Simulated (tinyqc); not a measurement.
Admittance spectroscopy and thermally stimulated current of one trap level in a depletion layer: one step, computed by the program tinyqc.

A Schottky junction on n-type material holds one donor-like electron trap; shallow donors are fully ionised and abrupt depletion edges are assumed.

Task: Temperature of the peak. N_c = 2 (2 pi m k_B T/h^2)^(3/2), v_th = sqrt(3 k_B T/m), emission rate e_n = sigma v_th N_c exp(-E_t/(k_B T)). Where the level crosses the Fermi level capture equals emission, so the trap follows the signal with the rate 2 e_n; G/omega peaks at omega = 2 e_n (the correction for large N_t/N is left out). Solve 2 e_n(T_p) = 2 pi f.

Inputs (values chosen for the exercise, modelled on n-type silicon):
```
quantity,value,unit
density-of-states mass m,1.11,m_0
shallow doping N,8.2e+15,1/cm^3
trap density N_t,2.5e+15,1/cm^3
trap depth E_t below the band,0.394,eV
capture cross section sigma,1.6e-14,cm^2
test frequency f,300,Hz
```

Constants: k_B = 1.380649e-23 J/K; m_0 = 9.1093837015e-31 kg; h = 6.62607015e-34 J s; k_B = 8.617333262e-05 eV/K.

Give: peak temperature T_p; N_c at T_p; e_n at T_p; E_c - E_F = k_B T_p ln(N_c/N).

Result:

peak temperature T_p = 210.5 K

N_c at T_p = 1.725e+19 1/cm^3

e_n at T_p = 942.5 1/s

E_c - E_F = k_B T_p ln(N_c/N) = 0.1388 eV

Caution: N_t/N is not small, so the peak moves away from omega = 2 e_n.
